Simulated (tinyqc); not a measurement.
Worked calculation: thermal and gravitational stress in a wafer during furnace and rapid thermal processing, and the onset of slip. Computed by tinyqc, a small Python program that keeps every step. Command: `OMP_NUM_THREADS=1 python tinyqc.py 3002033 3002034 out.jsonl slip walk`. One thread of a shared host (Intel(R) Xeon(R) Processor @ 2.30GHz), about 0.01 s of CPU time with the checks. Intermediate numbers are printed to about 7 digits and carried at full precision; extremes and crossings named in words are read from the listed rows.

A thin free disc in plane stress, isotropic; T(r) = T_centre + dT (r/R)^n. Stress is positive in tension; sigma_SB = 5.670374419e-8 W/(m^2 K^4), g = 9.80665 m/s^2.

Inputs (values chosen for the exercise, for a model wafer):
```
quantity,value,unit
wafer radius R,150,mm
thickness t,775,micrometre
Young's modulus E,143,GPa
Poisson ratio nu,0.27,-
expansion alpha,4.45,1e-6/K
edge less centre temperature dT,-27,K
exponent n of the profile,10,-
temperature T,1450,K
prefactor A of the critical stress,0.00026,MPa
energy U of the critical stress,1.06,eV
density rho,2330,kg/m^3
heat capacity c,978,J/(kg K)
conductivity k,23.9,W/(m K)
wafer spacing s,13,mm
ramp rate,11,K/min
radius of the support ring over R,0.93,-
```

Temperature profile: edge zone, power law.

Constants: k_B = 8.617333262e-05 eV/K.

## Thermal stress

With x = r/R: s_rr = alpha E dT (1 - x^n)/(n + 2), s_tt = alpha E dT [1 - (n + 1) x^n]/(n + 2).

Temperature and stresses at r/R = 0, 0.3, 0.5, 0.7, 0.8, 0.9, 0.95, 1:
```
r/R,T - T_centre (K),s_rr (MPa),s_tt (MPa)
0.00,0.00000,-1.431787,-1.43179
0.30,-0.00016,-1.431779,-1.43169
0.50,-0.02637,-1.430389,-1.41641
0.70,-0.76268,-1.391343,-0.98690
0.80,-2.89910,-1.278050,0.25932
0.90,-9.41432,-0.932554,4.05978
0.95,-16.16590,-0.574523,7.99812
1.00,-27.00000,0.000000,14.31788
```

hoop stress at the edge = 14.31788 MPa

r/R where s_tt = 0 = 0.7867934

The cold edge is stretched; the edge stress is n times that at the centre in size.

## Resolved stress round the edge

At the edge the stress is uniaxial along the tangent d = (cos phi, sin phi, 0) of a (001) wafer; the Schmid factor is the largest |(d.n)(d.b)| over the twelve {111}<110> systems.

Schmid factor and resolved stress at phi = 0, 7.5, 15, 22.5, 30, 37.5 and 45 degrees from [100]:
```
phi from [100] (degrees),Schmid factor,resolved stress (MPa)
0.0,0.4082483,5.845248
7.5,0.4541241,6.502093
15.0,0.4829629,6.915003
22.5,0.4927993,7.055838
30.0,0.4829629,6.915003
37.5,0.4541241,6.502093
45.0,0.4082483,5.845248
```

The factor is 1/sqrt(6) = 0.408 along <100> and <110> and peaks at 0.4928 at 22.5 degrees, so slip, if any, starts at eight places between these directions.

## Slip criterion

Critical resolved stress tau_c = A exp(U/(k_B T)), a form chosen for the exercise; slip when 0.492799 |s_tt(R)| > tau_c; allowed |dT| = tau_c (n + 2)/(0.492799 n alpha E).

critical stress tau_c = 1.256681 MPa

resolved over critical stress = 5.614662

allowed |dT| = 4.808838 K

Slip is expected.

## Ramp rate in a batch furnace

In a stack heated from the rim, heat flows inward by conduction and by radiation between wafers: k_eff = k + (16/3) sigma_SB T^3 s^2/t (a diffusion estimate with the spacing as path length). A steady ramp gives the parabolic lag dT = rho c (ramp) R^2/(4 k_eff); the allowed ramp uses n = 2.

k_eff = 224.9479 W/(m K)

lag of the centre = 10.44665 K

allowed ramp rate = 8.439266 K/min

Radiation carries 89 % of the inward flow. The ramp is 1.30 of the allowed one.

## Gravity

Own weight q = rho g t on a ring of radius b R, x = r/R: moments of an edge-supported plate, M_r = q R^2 (3 + nu)(1 - x^2)/16 and M_t = q R^2 [(3 + nu) - (1 + 3 nu) x^2]/16, less the uniform moment inside the ring load, q R^2 [(1 - nu)(1 - b^2) - 2 (1 + nu) ln b]/8; stress at the lower face = 6 M/t^2.

stress at the centre = 0.6726832 MPa

radial stress at the ring = -0.03087869 MPa

hoop stress at the ring = 0.2832499 MPa

The largest of these is 0.27 tau_c when halved for shear. Point supports give far higher local stress than a ring.

## Position of the support ring

The formulas are those given above.

Stress at the lower face (MPa):
```
b,centre,radial at ring,hoop at ring,largest in size
0.40,-0.6495636,-0.7797172,-0.7216058,0.7797172
0.50,-0.3348839,-0.5382490,-0.4474499,0.5382490
0.60,-0.0645281,-0.3573739,-0.2266232,0.3573739
0.65,0.0593236,-0.2843634,-0.1309130,0.2843634
0.70,0.1774914,-0.2211042,-0.0431380,0.2211042
0.75,0.2910111,-0.1665604,0.0377376,0.2910111
0.80,0.4007178,-0.1198969,0.1125488,0.4007178
0.90,0.6113065,-0.0475965,0.2465926,0.6113065
1.00,0.8134604,0.0000000,0.3631964,0.8134604
```

Among these rows the largest stress is least, 0.221 MPa, for a ring at 0.7 R, 3.7 times below edge support: the overhang balances the sag of the centre. All values scale as R^2/t.

## Limits against temperature

The formulas are those given above.

For the parabolic profile:
```
T (K),tau_c (MPa),allowed |dT| (K),k_eff (W/(m K)),allowed ramp (K/min)
1050,31.82361,202.9613,100.2420,95.23506
1125,14.57352,92.9455,117.7973,51.25042
1200,7.35830,46.9290,137.8565,30.28326
1275,4.02630,25.6785,160.5866,19.30251
1350,2.35577,15.0244,186.1545,13.09194
1425,1.45835,9.3009,214.7271,9.34858
1500,0.94715,6.0406,246.4713,6.96917
```

From 1050 to 1500 K the allowed difference falls 34 times and the allowed ramp 14 times; radiation, which grows as T^3, gives back a factor 2.46. Ramps must slow as the wafer gets hotter.

Checks made by the program: force balance: the hoop stress integrates to zero (added to the edge stress) (relative difference below 1e-10).
